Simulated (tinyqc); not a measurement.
# Epitaxial growth on a vicinal surface: Burton-Cabrera-Frank step flow, step-edge barrier and island nucleation, step by step

A worked calculation. Computed by tinyqc, a small Python program that keeps every step. Command: `OMP_NUM_THREADS=1 python tinyqc.py 3002370 3002371 out.jsonl stepflow walk`. One thread of a shared host (Intel(R) Xeon(R) Processor @ 2.30GHz), about 0.01 s of CPU time with the checks. Intermediate numbers are printed to about 6 digits and carried at full precision; extremes and crossings named in words are read from the listed rows.

Adatoms land at rate F, hop on a square grid (a simplification for hexagonal faces), desorb, or join steps. Lengths are in units of a and n is the adatom coverage. Steps ascend at x = 0 and descend at x = l.

Inputs (values chosen for the exercise, close to those used for Ge(001)):
```
quantity,value,unit
site spacing a,4,angstrom
step height h,1.41,angstrom
diffusion barrier E_d,0.689,eV
desorption energy E_a,2.62,eV
adatom formation energy E_f,1.13,eV
step-edge barrier E_s,0.24,eV
attempt frequency nu,10,THz
deposition rate F,0.015,layers/s
miscut angle,0.2,degrees
temperature T,520,C
critical nucleus size i,3,-
binding energy of the critical nucleus E_i,0.8,eV
```

Constants: k_B = 8.617333262e-05 eV/K.

## Scales

D = nu exp(-E_d/(k_B T)) (a^2/s, nu counted per direction); tau = exp(E_a/(k_B T))/nu; x_s = sqrt(D tau); n_eq = exp(-E_f/(k_B T)); terrace width l = h/(a tan(miscut)); Schwoebel length l_s = exp(E_s/(k_B T)) - 1. Temperatures in kelvin are T(C) + 273.15.

D = 4.18798e+08 a^2/s

lifetime tau = 4444.48 s

diffusion length x_s = 1.36431e+06 a

equilibrium coverage n_eq = 6.60440e-08

terrace width l = 100.983 a

Schwoebel length l_s = 32.4959 a

l/x_s = 7.40e-5: nearly every adatom reaches a step.

## Terrace solution

D n'' - n/tau + F = 0 with n(0) = n_eq and -l_s n'(l) = n(l) - n_eq. With u = n - F tau, A = n_eq - F tau, y = l/x_s, s = l_s/x_s: u = A cosh(x/x_s) + B sinh(x/x_s), B = A (1 - cosh y - s sinh y)/(sinh y + s cosh y). Flux into the ascending step J+ = D B/x_s, over the descending one J- = -(D/x_s)(A sinh y + B cosh y); step velocity J+ + J-; growth rate (J+ + J-)/l. For small y: J+ + J- = (F - n_eq/tau) l, J-/J+ = l/(l + 2 l_s). The coverage peaks where n' = 0, tanh(x/x_s) = -B/A.

J+ = 0.941760 atoms per step site and s

J- = 0.572991 atoms per step site and s

growth rate = 0.0150000 layers/s

peak coverage = 1.36636e-07

position of the peak = 62.7840 a

1.8e-7 % of the flux desorbs; even closely spaced steps lose n_eq/tau, 9.9e-8 % of F. The ascending step takes 62.2 %: the barrier makes an uphill current, which evens out terrace widths but makes steps meander and favours mounds on wide terraces.

## Step flow or islands

Island density on a flat surface without desorption: N = 0.25 (F/D)^(i/(i+2)) exp(E_i/((i+2) k_B T)) per site, with E_i = 0 for i = 1; spacing l_n = N^(-1/2). Step flow needs an effective width l_eff = 2 x(peak) below l_n.

island density N on a flat surface = 1.40298e-06 per site

island spacing l_n = 844.255 a

ratio l_eff/l_n = 0.148732

Steps capture adatoms before they meet: step flow. Caution: the prefactor 0.25 and the criterion are estimates, good to a factor of about two in length.

## Growth mode over temperature

x(peak) solves tanh(x/x_s) = -B/A. Rows where evaporation outweighs deposition are left out.

Scales:
```
T (C),x_s (a),l_s (a),incorporated share,l_n (a),l_eff/l_n
320,1.59772e+08,108.444,1.00000,205.22,0.746879
370,3.67909e+07,74.973,1.00000,317.39,0.453732
420,1.04710e+07,54.590,1.00000,460.95,0.295950
470,3.52920e+06,41.422,1.00000,636.66,0.204752
520,1.36431e+06,32.496,1.00000,844.25,0.148732
570,5.90342e+05,26.199,1.00000,1082.69,0.112484
620,2.80561e+05,21.607,1.00000,1350.33,0.087965
670,1.44280e+05,18.163,0.99999,1645.14,0.070740
720,7.93354e+04,15.515,0.99994,1964.86,0.058239
```

The ratio stays below 1: step flow in every row. Incorporation goes from 100.0 % to 100.0 %.

Checks made by the program: growth rate against F minus desorption, from a numerical solution (relative difference below 1e-10).
